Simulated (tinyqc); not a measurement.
Inversion-layer mobility, back-scattering and ballistic limit of a field-effect transistor: one step, computed by the program tinyqc. Command: `OMP_NUM_THREADS=1 python tinyqc.py 3018479 3018480 out.jsonl mos walk`. One thread of a shared host (Intel(R) Xeon(R) Processor @ 2.30GHz), about 0.01 s of CPU time with the checks.

The charge at the top of the source barrier is fixed by the gate; series resistance and short-channel effects are left out. F_j are Fermi integrals normalised to exp(eta) in the classical limit.

Problem. Ballistic limit. F_j(eta) = (1/Gamma(j + 1)) int_0^infinity x^j/(1 + exp(x - eta)) dx, F_0 = ln(1 + exp(eta)). Integrals over x = E/(k_B T) use 160 Gauss-Legendre points in u = sqrt(x) from 0 to sqrt(max(eta, 0) + 32). Ballistic channel: N_2D = g_v m k_B T/(pi hbar^2), U = e V_D/(k_B T); eta_F solves N_inv = (N_2D/2)[F_0(eta_F) + F_0(eta_F - U)]; v_T = sqrt(2 k_B T/(pi m)); I/W = e (N_2D/2) v_T [F_1/2(eta_F) - F_1/2(eta_F - U)]; injection velocity v_T F_1/2(eta_F)/F_0(eta_F).

Inputs (values chosen for the exercise, modelled on an InGaAs n-channel):
```
quantity               value  unit
transport mass m       0.047   m_0
valley degeneracy g_v      1     -
drain voltage V_D       0.75     V
temperature T             77     K
```

Statistics at the top of the barrier: Fermi-Dirac.

inversion density N_inv = 2.275014e+12 1/cm^2

Constants: m_0 = 9.1093837015e-31 kg; k_B = 1.380649e-23 J/K; hbar = 1.054571817e-34 J s; k_B = 8.617333262e-05 eV/K; e = 1.602176634e-19 C.

Give: N_2D; eta_F; thermal velocity v_T; injection velocity; ballistic current I/W.

Solution.

N_2D = 1.303e+11 1/cm^2

eta_F = 34.93

thermal velocity v_T = 1.257 1e7 cm/s

injection velocity = 5.595 1e7 cm/s

ballistic current I/W = 2039 microampere/micrometre

Degeneracy raises the injection velocity by a factor 4.45. Caution: the Fermi level lies so high that further subbands and non-parabolicity matter.
